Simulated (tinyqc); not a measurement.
# Lossy interposer transmission line with skin effect: what changes with what

A uniform line in a homogeneous dielectric: c = sqrt(er)/(c0 Z0), l = Z0 sqrt(er)/c0 (c0 = 299792458 m/s), g = w c td, w = 2 pi f. The resistance joins its limits as r = sqrt(r_dc^2 + r_hf^2), with r_dc = rho/(wd th), r_hf = kr rho/(2 delta (wd + th)), delta = sqrt(rho/(pi f mu0)), mu0 = 4 pi 1e-7 H/m; this is an interpolation, and internal inductance, up to 0.05 nH/mm at low frequency, is neglected.

Values chosen for this exercise:
```
symbol,value,unit,meaning
wd,2.6,um,width of the strip
th,0.5,um,thickness of the strip
rho,2.9,uohm cm,resistivity
er,3.9,,relative permittivity
td,0.002,,loss tangent
Z0,35,ohm,lossless impedance sqrt(l/c)
kr,1.2,,factor for crowding and the return path
len,2.5,mm,length
Rg,50,ohm,source resistance
RL,100,ohm,load resistance
CL,0,fF,load capacitance
f,6.7,GHz,frequency
```

Each table varies one quantity; the others keep the values above.

## Line properties against frequency

gamma = sqrt((r + i w l)(g + i w c)) = alpha + i beta, Zc = sqrt((r + i w l)/(g + i w c)), roots with positive real part; loss 8.685889638 alpha in dB; phase velocity w/beta. ZL = 1/(1/RL + i w CL); reflection (ZL - Zc)/(ZL + Zc); Zin = Zc (ZL + Zc tanh(gamma len))/(Zc + ZL tanh(gamma len)); H = V_load/V_source = [Zin/(Zin + Rg)]/[cosh(gamma len) + (Zc/ZL) sinh(gamma len)].

Result of one run:
```
f (GHz)	r (ohm/mm)	r/(w l)	loss (dB/mm)	|Zc| (ohm)	phase velocity over c0	length in wavelengths	|H| (dB)
0.03	22.31	513.4	0.1728	793.0	0.03161	0.007915	-6.268
```

What becomes of these results when the frequency f is changed from 0.03 to 60 GHz, all else the same?

Result of the changed run:
```
f (GHz)	r (ohm/mm)	r/(w l)	loss (dB/mm)	|Zc| (ohm)	phase velocity over c0	length in wavelengths	|H| (dB)
60	27.48	0.3161	3.390	35.84	0.5004	0.9999	-12.57
```

The whole series:
```
f (GHz)	r (ohm/mm)	r/(w l)	loss (dB/mm)	|Zc| (ohm)	phase velocity over c0	length in wavelengths	|H| (dB)
0.01	22.31	1540	0.09983	1373	0.01826	0.004567	-6.268
0.03	22.31	513.4	0.1728	793.0	0.03161	0.007915	-6.268
0.09	22.32	171.2	0.2988	457.9	0.05463	0.01374	-6.269
0.3	22.34	51.40	0.5420	250.9	0.09902	0.02527	-6.275
0.8	22.38	19.32	0.8719	153.9	0.1589	0.04198	-6.303
2	22.50	7.766	1.330	97.94	0.2412	0.06914	-6.448
7	22.97	2.265	2.165	55.08	0.3843	0.1519	-7.848
20	24.15	0.8337	2.801	39.94	0.4722	0.3532	-10.88
60	27.48	0.3161	3.390	35.84	0.5004	0.9999	-12.57
```

r equals w l at 16.5 GHz: below it |Zc| and the delay grow as in an RC line, above it |Zc| tends to Z0 = 35 ohm and the velocity to 1/sqrt(er) = 0.506 c0. The loss goes as f^(0.50) between the first two rows and f^(0.17) between the last two. |H| is -6.27 dB in the first row and -12.6 dB in the last; between rows it can pass through resonances that the table doesn't show.

## Effect of the width of the strip

Same model as above.

Z0 is held fixed by scaling the dielectric height.

Results:
```
wd (um)	r (ohm/mm)	r/(w l)	loss (dB/mm)	|Zc| (ohm)	phase velocity over c0	length in wavelengths	|H| (dB)
0.65	90.39	9.313	4.932	107.1	0.2226	0.2510	-14.80
1.6	37.10	3.823	2.930	69.57	0.3221	0.1735	-9.531
2.5	23.85	2.457	2.193	57.01	0.3749	0.1490	-7.869
4	14.96	1.542	1.562	47.44	0.4253	0.1314	-6.624
6.3	9.525	0.9814	1.081	41.43	0.4623	0.1208	-5.797
9.9	6.073	0.6257	0.7243	38.01	0.4852	0.1152	-5.242
16	3.762	0.3876	0.4611	36.25	0.4975	0.1123	-4.855
```

Estimate the missing row, wd = 1 um.

Computed row:
```
wd (um)	r (ohm/mm)	r/(w l)	loss (dB/mm)	|Zc| (ohm)	phase velocity over c0	length in wavelengths	|H| (dB)
1	59.05	6.084	3.876	86.91	0.2678	0.2087	-11.92
```

With this row back in the table: As wd goes from 0.65 to 16, the loss falls from 4.93 to 0.461 dB/mm, |Zc| falls from 107 to 36.2 ohm and |H| goes from -14.8 to -4.86 dB, with its highest value among the rows, -4.86 dB, at wd = 16.

Computed by the program tinyqc: `OMP_NUM_THREADS=1 python tinyqc.py 2810112 2810113 out.jsonl`, one thread of a shared Intel Xeon 2.30GHz, about 0.01 s for the whole run.
